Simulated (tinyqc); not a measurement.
# From one set of inputs to another, one input at a time

Model: ballistic transport through the one-dimensional subbands of a rectangular nanowire or nanosheet channel. Computed by tinyqc, a small Python program. Command: `OMP_NUM_THREADS=1 python tinyqc.py 3029411 3029412 out.jsonl wire ladder`. One thread of a shared host (Intel(R) Xeon(R) Processor @ 2.30GHz), about 0.06 s of CPU time with the checks.

Hard walls, parabolic subbands, transport along x. Energies are counted from the bulk conduction band edge at the top of the barrier, which the gate pulls down by U; the source Fermi level lies at the bulk edge when U = 0.

The inputs printed are set A. Inputs not listed in the table keep their values of set A, so the rows need not describe a real material.

Inputs (values chosen for the exercise, modelled on silicon):
```
quantity                          value  unit
light mass m_t                      0.2   m_0
heavy mass m_l                     0.91   m_0
height a                              4    nm
width b                             5.6    nm
equivalent oxide thickness t       0.84    nm
gate voltage above flat band V_G   0.64     V
drain voltage V_D                  0.01     V
temperature T                        77     K
```

Valleys: silicon [100] wire.

Constants: hbar^2/(2 m_0) = 3.80998212 eV angstrom^2; k_B = 8.617333262e-05 eV/K; m_0 = 9.1093837015e-31 kg; k_B = 1.380649e-23 J/K; hbar = 1.054571817e-34 J s; eps_0 = 8.8541878128e-12 F/m; e = 1.602176634e-19 C; h = 6.62607015e-34 J s.

Method:
- E_pq = (hbar^2 pi^2/2)(p^2/(m_y b^2) + q^2/(m_z a^2)); valley pairs: (m_x, m_y, m_z) = (m_t, m_t, m_l), (m_t, m_l, m_t), (m_l, m_t, m_t), each with degeneracy g = 2; the 10 lowest subbands are kept.
- F_j(eta) = (1/Gamma(j + 1)) int_0^infinity x^j/(1 + exp(x - eta)) dx, F_0 = ln(1 + exp(eta)). Integrals over x = E/(k_B T) use 160 Gauss-Legendre points in u = sqrt(x) from 0 to sqrt(max(eta, 0) + 32).
- With degeneracy g = 2, eta_i = (U - E_i)/(k_B T) and u = e V_D/(k_B T): line density n = sum_i g sqrt(2 m_x k_B T/pi)/(2 hbar) [F_-1/2(eta_i) + F_-1/2(eta_i - u)]; gate: e n = C_ox (V_G - U/e), C_ox = 3.9 eps_0 2 (a + b)/t (flat-plate estimate); I = (2 e k_B T/h) sum_i g [F_0(eta_i) - F_0(eta_i - u)].

Each row keeps all changes above it:
```
input moved                           from    to  ballistic current I (microampere)  line density n (1/nm)  mean velocity I/(e n) (1e7 cm/s)
set A                                    -     -                             6.2451                 2.2599                           0.17248
equivalent oxide thickness t (nm)     0.84   2.1                             2.9224                 0.9725                           0.18757
gate voltage above flat band V_G (V)  0.64  0.42                             1.8348                 0.5802                           0.19738
width b (nm)                           5.6   5.3                             1.8848                 0.5561                           0.21153
height a (nm)                            4   4.6                             2.5769                 0.6217                           0.25871
temperature T (K)                       77   300                             1.9630                 0.6553                           0.18697
```

Which inputs carry the difference?

Ballistic current I goes from 6.25 to 1.96, a factor 0.314 in all. The largest single move comes from equivalent oxide thickness t (a factor 0.468), and height a works against it (a factor 1.37). Line density n goes from 2.26 to 0.655, a factor 0.290 in all. The largest single move comes from equivalent oxide thickness t (a factor 0.430), and height a works against it (a factor 1.12). Mean velocity I/(e n) goes from 0.172 to 0.187, a factor 1.08 in all. The largest single move comes from temperature T (a factor 0.723), but it runs against the net change; the largest move in the direction of the net change is height a (a factor 1.22). The single moves hold for this order of the switches; the total does not depend on the order.

Extremes, crossings and ranges named in words are read from the listed rows.
